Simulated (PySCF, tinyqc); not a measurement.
RHF in the 3-21g basis, for H3+, spin multiplicity 1, step by step. The lowest restricted solution is unstable here: a spin-polarised one lies 0.0060 hartree lower (PySCF). One step of it, computed by the program tinyqc.

Question. Iteration 2: diagonalisation and new density. Diagonalise F' = X^T F X, C = X C', fill 1 alpha and 1 beta electrons from the bottom; D = 2 C_occ C_occ^T. Each column has its largest component positive (the first on a tie).

extrapolated F (hartree), order 1H 1s, 1H 2s, 2H 1s, 2H 2s, 3H 1s, 3H 2s:
```
[[-0.259162, -0.606719, -0.201048, -0.339944, -0.201048, -0.339944],
 [-0.606719, -0.586500, -0.277173, -0.388955, -0.277173, -0.388955],
 [-0.201048, -0.277173, -0.023948, -0.389341, 0.008985, -0.065113],
 [-0.339944, -0.388955, -0.389341, -0.389542, -0.065113, -0.145509],
 [-0.201048, -0.277173, 0.008985, -0.065113, -0.023948, -0.389341],
 [-0.339944, -0.388955, -0.065113, -0.145509, -0.389341, -0.389542]]
```

X, order 1H 1s, 1H 2s, 2H 1s, 2H 2s, 3H 1s, 3H 2s:
```
[[1.260064, -0.562845, 0.021105, 0.056748, 0.021105, 0.056748],
 [-0.562845, 1.944424, 0.022233, -0.635497, 0.022233, -0.635497],
 [0.021105, 0.022233, 1.240962, -0.485884, -0.008418, 0.014665],
 [0.056748, -0.635497, -0.485884, 1.541331, 0.014665, 0.179188],
 [0.021105, 0.022233, -0.008418, 0.014665, 1.240962, -0.485884],
 [0.056748, -0.635497, 0.014665, 0.179188, -0.485884, 1.541331]]
```

Give: F' = X^T F X; orbital energies; coefficients C; D after iteration 2.

Answer.

F' = X^T F X (hartree):
```
[[0.2019, -0.6237, -0.0462, -0.0612, -0.0462, -0.0612],
 [-0.6237, 0.0202, -0.0784, -0.1730, -0.0784, -0.1730],
 [-0.0462, -0.0784, 0.3280, -0.4454, 0.0350, 0.0006],
 [-0.0612, -0.1730, -0.4454, 0.0004, 0.0006, 0.0193],
 [-0.0462, -0.0784, 0.0350, 0.0006, 0.3280, -0.4454],
 [-0.0612, -0.1730, 0.0006, 0.0193, -0.4454, 0.0004]]
```

orbital energies (hartree): [-0.6996, -0.3355, -0.1143, 0.6095, 0.6559, 0.7628]

coefficients C, order 1H 1s, 1H 2s, 2H 1s, 2H 2s, 3H 1s, 3H 2s:
```
[[0.3314, 0.0000, 0.2674, 0.0000, 0.4500, -1.2361],
 [0.5676, 0.0000, 1.0502, 0.0000, -0.0888, 1.8637],
 [0.1274, 0.2227, -0.1810, 0.9253, 0.8572, 0.2963],
 [0.0842, 0.5806, -0.8619, -0.8461, -0.7284, -0.8472],
 [0.1274, -0.2227, -0.1810, -0.9253, 0.8572, 0.2963],
 [0.0842, -0.5806, -0.8619, 0.8461, -0.7284, -0.8472]]
```

D after iteration 2, order 1H 1s, 1H 2s, 2H 1s, 2H 2s, 3H 1s, 3H 2s:
```
[[0.2197, 0.3762, 0.0844, 0.0558, 0.0844, 0.0558],
 [0.3762, 0.6444, 0.1446, 0.0956, 0.1446, 0.0956],
 [0.0844, 0.1446, 0.0324, 0.0214, 0.0324, 0.0214],
 [0.0558, 0.0956, 0.0214, 0.0142, 0.0214, 0.0142],
 [0.0844, 0.1446, 0.0324, 0.0214, 0.0324, 0.0214],
 [0.0558, 0.0956, 0.0214, 0.0142, 0.0214, 0.0142]]
```
